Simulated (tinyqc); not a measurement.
Carrier lifetime of an n-type layer with SRH, radiative, Auger and surface recombination: two steps of the calculation.

Uniform excess density dn = dp (no trapping), n = n0 + dn, p = p0 + dn, Boltzmann statistics, full ionisation. Surfaces enter as a rate 2 S dn/d, which holds while diffusion to them is fast.

Values chosen for this exercise; band and dielectric values close to those of cadmium telluride:

| symbol | value | unit | meaning |
|---|---|---|---|
| T | 300 | K | temperature |
| Eg | 1.51 | eV | band gap |
| Nc | 7.93e17 | cm^-3 | conduction-band density of states at T |
| Nv | 1.77e19 | cm^-3 | valence-band density of states at T |
| B | 2.01e-10 | cm^3/s | radiative coefficient |
| N | 7e15 | cm^-3 | donor density |
| Cn | 1.9e-30 | cm^6/s | Auger coefficient (two electrons) |
| Cp | 6.5e-31 | cm^6/s | Auger coefficient (two holes) |
| Nt | 4.8e11 | cm^-3 | trap density |
| sn | 8e-17 | cm^2 | capture cross-section for electrons |
| sp | 1e-16 | cm^2 | capture cross-section for holes |
| vth | 2e7 | cm/s | thermal velocity (both carriers) |
| Et | 1.07 | eV | trap level below the conduction band |
| S | 0 | cm/s | surface recombination velocity (both faces) |
| d | 2 | um | sample thickness |

Constants: q = 1.602176634e-19 C, kB = 1.380649e-23 J/K, Vt = kB T/q. Results are converted to the units shown.

Task 1. Equilibrium densities and SRH constants. ni = sqrt(Nc Nv) exp(-Eg/(2 Vt)), Eg in volts; majority density N/2 + sqrt(N^2/4 + ni^2), n0 p0 = ni^2; n1 = Nc exp(-Et/Vt), p1 = Nv exp((Et - Eg)/Vt); tn0 = 1/(sn vth Nt), tp0 = 1/(sp vth Nt).

Find: ni; n0; p0; n1; p1; tn0; tp0.

Result 1.

ni = 7.7657e5 cm^-3
n0 = 7.0000e15 cm^-3
p0 = 8.6152e-5 cm^-3
n1 = 0.83958 cm^-3
p1 = 7.1829e11 cm^-3
tn0 = 0.0013021 s
tp0 = 0.0010417 s

Task 2. Lifetime, shares and quasi-Fermi splitting. With e = n p - ni^2 = dn (n0 + p0 + dn): U_SRH = e/(tp0 (n + n1) + tn0 (p + p1)), U_rad = B e, U_Aug = (Cn n + Cp p) e, U_s = 2 S dn/d. tau = dn/U, shares of U, splitting Vt ln(n p/ni^2), radiative efficiency U_rad/U.

converged dn = 2.2165878e16 cm^-3
ni = 7.7657152e5 cm^-3
n0 = 7e15 cm^-3
p0 = 8.6151904e-5 cm^-3
n1 = 0.83958433 cm^-3
p1 = 7.1828797e11 cm^-3
tn0 = 0.0013020833 s
tp0 = 0.0010416667 s

Wanted: tau; shares; quasi-Fermi splitting.

Result 2.

tau = 1.7051e-7 s
shares (%): SRH 0.008, radiative 99.957, Auger 0.035, surface 0.000
quasi-Fermi splitting = 1.2519 V

Radiative recombination takes the largest share. dn is 3.2 times the doping: intermediate injection.

Program tinyqc, `OMP_NUM_THREADS=1 python tinyqc.py 2300048 2300049 out.jsonl`; Intel Xeon 2.30GHz, shared host, one thread, about 0.01 s.
